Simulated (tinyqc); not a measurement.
Lattice vibrations of a chain, step by step. Computed by tinyqc, a small Python program that keeps every step. Command: `OMP_NUM_THREADS=1 python tinyqc.py 27739 27740 out.jsonl` (the two numbers bound the seeds that draw the settings). One thread of a shared host (Intel(R) Xeon(R) Processor @ 2.60GHz), about 0.01 s of CPU time with the checks.

## Dynamical matrix at q = 0.49

A chain moving along its axis:
```
atom  mass (u)  spring to the next atom (eV/angstrom^2)
1     30.00000                                  7.40000
2     50.80000                                 29.80000
3     71.00000                                 25.90000
```

q is in units of 2 pi/a. A spring k from atom i to atom j, n cells on, adds k to Phi_ii and Phi_jj, -k exp(2 pi i q n) to Phi_ij and the conjugate to Phi_ji (for one atom a cell: 2k (1 - cos 2 pi q n)); D_ij = Phi_ij / sqrt(m_i m_j).

D(q) (eV/(angstrom^2 u)):
```
                  1         2                 3
1           1.11000  -0.18956  0.56008+0.03524i
2          -0.18956   0.73228          -0.49620
3  0.56008-0.03524i  -0.49620           0.78451
```

## Frequencies

omega^2 are the eigenvalues; wavenumber = 521.4708 sqrt(eigenvalue) 1/cm.

eigenvalues: 0.16948  0.71386  1.74345

wavenumbers (1/cm): 214.7  440.6  688.5

weights |e|^2 of the mass-weighted modes:
```
         mode 1   mode 2   mode 3
atom 1  0.11662  0.43696  0.44642
atom 2  0.30754  0.51196  0.18050
atom 3  0.57583  0.05109  0.37308
```

## Dispersion and heat capacity

C/k_B per atom = mean over q = (j + 1/2)/80, j = 0..39 and all branches of y^2 e^y/(e^y - 1)^2, y = hc wavenumber / k_B T.

Wavenumbers (1/cm):
```
q         branch 1   branch 2   branch 3
0.00000    0.00000  537.00827  652.63317
0.06250   36.41124  533.25776  654.68949
0.12500   72.24457  522.93912  660.01768
0.18750  106.83898  508.05871  666.91058
0.25000  139.33921  490.67413  673.89274
0.31250  168.52598  472.75969  680.00383
0.37500  192.58057  456.55186  684.67588
0.43750  208.94047  444.83159  687.58758
0.50000  214.83146  440.47694  688.57494
```

Heat capacity:
```
T (K)  C/k_B per atom
20            0.05271
50            0.13920
100           0.26082
200           0.49843
300           0.68448
600           0.89702
1200          0.97222
```

zero-point energy per atom = 26.68656 meV
